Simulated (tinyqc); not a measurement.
Inside a calculation. Method: Jacobi rotations on a symmetric matrix. One step of it, computed by the program tinyqc.

Problem. Jacobi rotation 1. Take the largest off-diagonal element A_pq; tan 2 theta = 2 A_pq / (A_qq - A_pp) with |theta| <= pi/4; A' = J^T A J with J_pp = J_qq = cos, J_pq = sin, J_qp = -sin.

A, lower triangle:
```
          1          2         3         4
1  0.385000
2  0.094000   0.498000
3  0.134000  -0.112000  0.852000
4  0.317000  -0.699000  0.652000  0.952000
```

Give: p, q, theta; A'.

Solution.

p, q, theta (rad): 2.000  4.000  -0.628

A', lower triangle:
```
       1       2      3      4
1  0.385
2  0.262  -0.010
3  0.134   0.293  0.852
4  0.201   0.000  0.593  1.460
```
